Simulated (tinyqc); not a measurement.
Worked calculation: sp3 tight binding, zinc-blende lattice. One step of it, computed by the program tinyqc.

Task: Levels at X. Diagonalise the Hermitian matrix.

H(k) at X (eV), order a s, a px, a py, a pz, c s, c px, c py, c pz:
$$\begin{pmatrix}
-14.480000 & 0.000000 & 0.000000 & 0.000000 & 0.000000 & 0.000000+6.744780i & 0.000000 & 0.000000 \\
0.000000 & -8.800000 & 0.000000 & 0.000000 & 0.000000-6.744780i & 0.000000 & 0.000000 & 0.000000 \\
0.000000 & 0.000000 & -8.800000 & 0.000000 & 0.000000 & 0.000000 & 0.000000 & 0.000000+8.571254i \\
0.000000 & 0.000000 & 0.000000 & -8.800000 & 0.000000 & 0.000000 & 0.000000+8.571254i & 0.000000 \\
0.000000 & 0.000000+6.744780i & 0.000000 & 0.000000 & -11.150000 & 0.000000 & 0.000000 & 0.000000 \\
0.000000-6.744780i & 0.000000 & 0.000000 & 0.000000 & 0.000000 & -7.060000 & 0.000000 & 0.000000 \\
0.000000 & 0.000000 & 0.000000 & 0.000000-8.571254i & 0.000000 & 0.000000 & -7.060000 & 0.000000 \\
0.000000 & 0.000000 & 0.000000-8.571254i & 0.000000 & 0.000000 & 0.000000 & 0.000000 & -7.060000
\end{pmatrix}$$

Give: eigenvalues.

Result:

eigenvalues (eV): [-18.468, -16.821, -16.545, -16.545, -3.129, -3.072, 0.685, 0.685]
